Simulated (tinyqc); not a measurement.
## p-n diode with diffusion and depletion-layer recombination: effect of the temperature

Abrupt junction in the depletion approximation, low injection, full ionisation, neutral widths fixed, ohmic contact on the p side. Vj is the junction voltage; where a series resistance Rs is given, V = Vj + J Rs is the terminal voltage.

Nc and Nv are given at 350 K and scale as (T/350 K)^1.5; Eg, mobilities and lifetimes are held fixed. ni = sqrt(Nc Nv) exp(-Eg/(2 Vt)), Eg in volts; D = mu Vt; Ln = sqrt(Dn tn), Lp = sqrt(Dp tp); J0n = q ni^2 Dn coth(wp/Ln)/(Ln Na); J0p = (q ni^2 Dp/(Lp Nd)) (s + tanh(wn/Lp))/(1 + s tanh(wn/Lp)), s = Sp Lp/Dp. J_diff = (J0n + J0p)(exp(Vj/Vt) - 1). Vbi = Vt ln(Na Nd/ni^2), W = sqrt(2 eps0 eps_r (Vbi - Vj)(1/Na + 1/Nd)/q), xp = W Nd/(Na + Nd), xn = W Na/(Na + Nd); u(x) = q Na (x + xp)^2/(2 eps0 eps_r) for x < 0 and Vbi - Vj - q Nd (xn - x)^2/(2 eps0 eps_r) for x > 0; p = Na exp(-u/Vt), n = Nd exp((u - Vbi + Vj)/Vt); U = ni^2 (exp(Vj/Vt) - 1)/(tp (n + ni exp(Et/Vt)) + tn (p + ni exp(-Et/Vt))); J_scr = q times the integral of U from -xp to xn. J = J_diff + J_scr.

Inputs (values chosen for the exercise); band and dielectric values those of a made-up semiconductor: band gap Eg = 2.68 eV; relative permittivity eps_r = 8.23; conduction-band density of states at the reference temperature Nc = 2.41e19 cm^-3; valence-band density of states at the reference temperature Nv = 2.46e19 cm^-3; acceptor density Na = 2e16 cm^-3; donor density Nd = 1.4e15 cm^-3; electron mobility in the p side mun = 620 cm^2/(V s); hole mobility in the n side mup = 93 cm^2/(V s); electron lifetime tn = 3e-8 s; hole lifetime tp = 2e-6 s; neutral width of the p side wp = 23 um; neutral width of the n side wn = 18 um; recombination velocity at the n contact Sp = 5000 cm/s; trap level above the intrinsic level Et = 0 eV; junction voltage at which recombination is evaluated Vj = 1.49 V.

Constants: q = 1.602176634e-19 C, kB = 1.380649e-23 J/K, Vt = kB T/q, eps0 = 8.8541878128e-14 F/cm where lengths are in cm. Results are converted to the units shown.

Effect of the temperature:

| T (K) | J0n (A/cm^2) | J0p (A/cm^2) | J_diff (A/cm^2) | J_scr (A/cm^2) | J_scr/J (%) | wn/Lp |
|---|---|---|---|---|---|---|
| 220 | 9.439e-55 | 7.820e-55 | 2.345e-20 | 3.285e-13 | 100.0 | 0.9586 |
| 260 | 4.725e-45 | 4.013e-45 | 6.656e-16 | 6.451e-11 | 100.0 | 0.8817 |
| 300 | 6.589e-38 | 5.714e-38 | 1.321e-12 | 3.305e-9 | 99.96 | 0.8209 |
| 340 | 2.025e-32 | 1.786e-32 | 4.645e-10 | 7.071e-8 | 99.35 | 0.7711 |
| 380 | 4.547e-28 | 4.066e-28 | 4.970e-8 | 8.308e-7 | 94.36 | 0.7294 |
| 420 | 1.569e-24 | 1.419e-24 | 2.263e-6 | 6.365e-6 | 73.77 | 0.6938 |
| 460 | 1.353e-21 | 1.234e-21 | 5.462e-5 | 3.562e-5 | 39.47 | 0.6629 |

Read the table: what changes, and by how much?

As T goes from 220 to 460, J0p rises from 7.82e-55 to 1.23e-21 A/cm^2, J_scr rises from 3.28e-13 to 3.56e-5 A/cm^2 and its share falls from 100 to 39.5 %. Activation energies -d ln J/d(1/kB T) over the table: 1.29 eV for J_diff (compare Eg - Vj = 1.19 eV, raised by the power-law prefactors) and 0.672 eV for J_scr.

tinyqc, about 0.01 s, one thread, Intel Xeon 2.30GHz (shared host): `OMP_NUM_THREADS=1 python tinyqc.py 2260041 2260042 out.jsonl`
